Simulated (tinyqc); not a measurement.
Mobility of a non-polar semiconductor in the relaxation-time approximation: one step, computed by the program tinyqc.

Each valley is treated as a sphere of mass m_d for states and rates, with one isotropic relaxation time; the conductivity mass m_c sets the current.

Question. Fermi level and screening. Parabolic band: E = hbar^2 k^2/(2 m), speed v = hbar k/m, states per spin, volume and energy g(E) = m k/(2 pi^2 hbar^2). Here m = m_d. Masses are multiplied by m_0 and all formulas are in SI units. The reduced Fermi level eta = E_F/(k_B T) solves n = 2 Z int g f dE with f = 1/(1 + exp(x - eta)) (Z = 1 unless valleys are given); screening length L_s = sqrt(eps_s eps_0 k_B T/(e^2 dn/deta)), dn/deta = 2 Z int g f (1 - f) dE. Integrals over x = E/(k_B T) use 160 Gauss-Legendre points in u = sqrt(x) from 0 to sqrt(max(eta, 0) + 32).

Inputs (values chosen for the exercise, modelled on holes in silicon):
```
quantity                   value    unit
equivalent valleys Z           1       -
static permittivity eps_s   11.7       -
carrier density n          7e+18  1/cm^3
temperature T                500       K
```

Band: parabolic. Impurity formula: Brooks-Herring. Further scattering: none.

density-of-states mass m_d = 0.514 m_0

Constants: k_B = 8.617333262e-05 eV/K; m_0 = 9.1093837015e-31 kg; e = 1.602176634e-19 C; hbar = 1.054571817e-34 J s; eps_0 = 8.8541878128e-12 F/m; k_B = 1.380649e-23 J/K.

Give: reduced Fermi level eta; screening length L_s.

Answer.

reduced Fermi level eta = -0.9209

screening length L_s = 2.114 nm

The gas is between the classical and degenerate limits.
